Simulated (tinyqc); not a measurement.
# CMOS latch-up, two-transistor model: effect of the temperature

A parasitic pnp (emitter at Vdd, base shunted by Rw) and npn (emitter at ground, base shunted by Rs) feed each other: the npn collector current flows out of the pnp base node, the pnp collector current into the npn base node. Forward-active transistors with constant gains: Icn = Isn exp(Vn/Vt), Icp = Isp (exp(Vp/Vt) - 1). A current Ii is injected into the npn base node.

Isn, Isp and Von are given at 325 K; the currents scale as T^3 exp(-1.12 V/Vt), Von falls by 1.5 mV/K, gains and resistances are fixed. Node equations: Vp/Rw + Icp/bp = Icn and Vn/Rs + Icn/bn = Icp + Ii. Loop gain G = gn gp/[(1/Rw + gp/bp)(1/Rs + gn/bn)], gn = Icn/Vt, gp = (Icp + Isp)/Vt; the off state ends where G = 1, and Ii there is the trigger current. On state with both base-emitter voltages at Von: npn base current Ib = (Von/Rs + bp Von/Rw)/(bn bp - 1), holding current Ih = (bn + 1) Ib + Von/Rs, holding voltage Vh = Vsat + Von + R2 (Ib + Von/Rs).

Parameters, values chosen for the exercise; values close to those of bulk CMOS: current gain of the npn bn = 16.9; current gain of the pnp bp = 0.9; saturation current of the npn at the reference temperature Isn = 1.2e-14 A; saturation current of the pnp at the reference temperature Isp = 9.6e-14 A; substrate resistance shunting the npn Rs = 1700 ohm; well resistance shunting the pnp Rw = 2000 ohm; resistance from the pnp collector to the npn base R2 = 61 ohm; base-emitter voltage in the on state Von = 0.72 V; saturation voltage Vsat = 0.1 V; supply voltage Vdd = 3.3 V.

Constants: q = 1.602176634e-19 C, kB = 1.380649e-23 J/K, Vt = kB T/q. Results are converted to the units shown.

Effect of the temperature:

| T (K) | Vn at trigger (V) | trigger current (mA) | Ih (mA) | Vh (V) |
|---|---|---|---|---|
| 233 | 0.8199 | 0.5009 | 1.627 | 0.9926 |
| 263 | 0.7708 | 0.4699 | 1.542 | 0.9458 |
| 293 | 0.7201 | 0.4380 | 1.456 | 0.8990 |
| 323 | 0.6677 | 0.4050 | 1.371 | 0.8522 |
| 353 | 0.6136 | 0.3708 | 1.286 | 0.8054 |
| 383 | 0.5576 | 0.3354 | 1.200 | 0.7585 |
| 413 | 0.4996 | 0.2986 | 1.115 | 0.7117 |
| 443 | 0.4395 | 0.2601 | 1.030 | 0.6649 |

What does the comparison show?

As T goes from 233 to 443 K, the trigger current falls from 0.501 to 0.260 mA, Ih falls from 1.63 to 1.03 mA and Vh falls from 0.993 to 0.665 V. Vh exceeds the supply Vdd = 3.3 V, which then cannot sustain a latched state, in 0 of the 8 rows.

Numbers from tinyqc (`OMP_NUM_THREADS=1 python tinyqc.py 2670027 2670028 out.jsonl`; about 0.04 s on one thread of a shared Intel Xeon 2.30GHz).
